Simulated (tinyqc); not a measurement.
Double-gate transistor, scale length and short-channel effects: two steps of the calculation.

A body of thickness ts between two insulators of thickness ti and two tied gates. Below threshold the potential that source and drain add obeys Laplace's equation and vanishes on the gate. Its lowest mode decays along the channel as exp(-k y); k is the smallest positive root of the matching condition at the interface, and the scale length is Lambda = pi/k.

Parameters, values chosen for the exercise; permittivities: semiconductor close to that of silicon, insulator close to that of zirconium oxide: relative permittivity of the semiconductor eps_r = 11.6; relative permittivity of the insulator ei = 25.9; insulator thickness ti = 6.9 nm; body thickness ts = 9.7 nm.

Problem 1. Decay constant by Newton steps. f(k) = ei cos(k ti) cos(k ts/2) - eps_r sin(k ti) sin(k ts/2); f' by a central difference with +/- 1e-5 1/nm; k(new) = k - f/f'.

k at the start = 0.1725 1/nm

Wanted: f; f'; k after iteration 1.

Solution 1.

f = -1.550
f' = -202.9 nm
k after iteration 1 = 0.1649 1/nm

Problem 2. Scale length against simple estimates. Lambda = pi/k and l = 1/k. A parabolic potential across the structure gives l(parabolic) = sqrt((eps_r/(2 ei)) ts ti (1 + ei ts/(4 eps_r ti))).

k = 0.16500169 1/nm

Find: Lambda; l; l(parabolic).

Solution 2.

Lambda = 19.04 nm
l = 6.061 nm
l(parabolic) = 5.172 nm

tinyqc, about 0.01 s, one thread, Intel Xeon 2.30GHz (shared host): `OMP_NUM_THREADS=1 python tinyqc.py 2420003 2420004 out.jsonl`
